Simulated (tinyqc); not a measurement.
Gate sheet resistance from two finger widths.

Inverse problem. At low frequency R = Rsh Wf/(3 L) + B/Wf, where B collects the channel and vertical terms. Find Rsh, B and the width of lowest R.

Values chosen for this exercise: channel length L = 1.2 um.

input resistance of single fingers, contacted at one end, of width 1.4 and 9 um (ohm): [26.643651, 23.416667]

Solution. R Wf is a straight line in Wf^2; the minimum of R lies where both terms are equal.

Rsh = 7.90 ohm/square
B = 33.0 ohm um
width of lowest R = 3.88 um

Computed by the program tinyqc: `OMP_NUM_THREADS=1 python tinyqc.py 2262108 2262109 out.jsonl`, one thread of a shared Intel Xeon 2.30GHz, about 0.01 s for the whole run.
